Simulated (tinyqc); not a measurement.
From results back to parameters: Koster-Slater impurity in an sp3s* host.

Problem. In the Koster-Slater model a defect shifts the s level of its site by Vs and the p levels by Vp; an A1 level solves 1/Vs = G_s(E) and a T2 level 1/Vp = G_p(E), E from the top of the valence band. A defect has an A1 level at E = 0.1894 eV, one of the energies of the table, and a T2 level at 1.3256 eV.

G(E) of the host (1/eV):
```
E (eV),G_s,G_p
0.0000,0.0293757,0.2390391
0.1894,0.0214001,0.1762949
0.3787,0.0123905,0.1407992
0.5681,0.0018379,0.1130810
0.7575,-0.0110124,0.0889432
0.9468,-0.0274050,0.0662993
1.1362,-0.0496199,0.0434815
1.3256,-0.0824789,0.0184139
1.5149,-0.1390935,-0.0130200
```

Find: Vs, Vp.

Solution. Read G_s and G_p at the two energies and invert them. Vs is repulsive and pushes its level up from the valence bands. Vp is repulsive and pushes its level up from the valence bands.

Vs, Vp (eV): 46.7  54.3

tinyqc: `OMP_NUM_THREADS=1 python tinyqc.py 1451910 1451911 out.jsonl`; about 0.04 s, one thread, shared Intel(R) Xeon(R) Processor @ 2.30GHz.
